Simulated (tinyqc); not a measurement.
Worked calculation: inter-valley coupling by envelope functions against a chain of atomic planes. Values are carried at full precision from step to step, so a last printed digit may differ when a step is redone from the rounded ones.

Chain: E(phi) = e0 + 2 v cos(phi) + 2 u cos(2 phi), cos(phi0) = -v/(4u), e0 = 2u + v^2/(4u); plane j = 0, 1, ... has the potential V_j = dE x_j + F (j - 30) a/4 (1 MV/m = 1e-4 V/angstrom). There are 30 barrier planes a side; with y = j - 29.5, x_j = xb (f(y) + f(Nw - y)), f(y) = 1/(1 + exp(y/L)), plus any Ge added in the well. The valley splitting is the spacing of the two lowest levels. Envelope theory: F_j solves a one-valley chain with hopping -b and diagonal 2b + V_j, b = 4u sin^2(phi0), sum F_j^2 = 1; the valleys couple by Dv = sum_j F_j^2 V_j exp(-2 i phi0 j) and split by 2|Dv|.

Constants: hbar^2/2m0 = 3.80998211 eV angstrom^2.

Parameters, chosen for this exercise (near those of the Delta valleys of silicon in a SiGe well; not measured data):
```
symbol  value  unit      meaning
a       5.431  angstrom  lattice constant; planes lie a/4 apart
u       0.612  eV        second-neighbour hopping
v       0.507  eV        nearest hopping
Nw      42               planes in the well
L       1.5    planes    interface width
xb      0.27             Ge fraction of the barriers
dE      0.59   eV        offset per unit Ge fraction
F       2      MV/m      field
js      39               plane j of a Ge spike (the well starts at j = 30)
xs      0.12             Ge fraction added on that plane
```

## Valley phase, mass and the wavelengths that couple the valleys

phi0; b = 4u sin^2(phi0); mass m/m0 = c/(b (a/4)^2), c = hbar^2/2m0. A potential couples the valleys if its phase advances by 2 phi0 a plane, or, since only whole planes count, by 2 pi - 2 phi0: periods pi/phi0 and pi/(pi - phi0) planes.

phi0 = 1.77941 rad
b = 2.34300 eV
mass = 0.8821 m0

periods (planes): pi/phi0 1.7655, pi/(pi - phi0) 2.3063

longer period = 3.1314 angstrom

## The smooth well

Lowest doublet of the chain and the envelope result.

level (meV): chain 15.867, envelope 15.894

splitting (micro-eV): chain 0.0478, envelope 0.0490

planes covered, 1/sum F^4 = 31.67
largest F_j^2 = 0.04259

The levels agree within 0.03 meV. A graded interface has little Fourier weight at 2 phi0, so the splitting is a small remainder of cancelling terms; the envelope value is 1.03 times that of the chain.

## One plane of added Ge, to first order

F_j^2 of the smooth well on that plane = 0.02650

F_j is the envelope on plane j (sum F_j^2 = 1) and Dv the coupling of the two valleys, which split by 2|Dv|. A single plane has Fourier weight at all wavelengths: it adds dE xs F_j^2 to |Dv|, so the splitting is about 2 dE xs F_j^2 if this term rules, and the mean of the doublet rises by dE xs F_j^2.

splitting = 3753 micro-eV
rise of the mean level = 1.876 meV

The chain with the spike gives 2896 micro-eV and a rise of 1.448 meV; the envelope solved with the spike gives 2850. First order is +30 % off: the state draws back from the spike, which the envelope solved anew includes.

## Checks

- Splitting with a weak spike (0.02) on plane j = 44 from the envelope against the chain (micro-eV): 887 against 888.

Computed by tinyqc, a small Python program: `OMP_NUM_THREADS=1 python tinyqc.py 1480837 1480838 out.jsonl` (the numbers bound the seed that draws the inputs); one thread of a shared host (Intel(R) Xeon(R) Processor @ 2.30GHz), about 0.1 s for the whole set of steps.
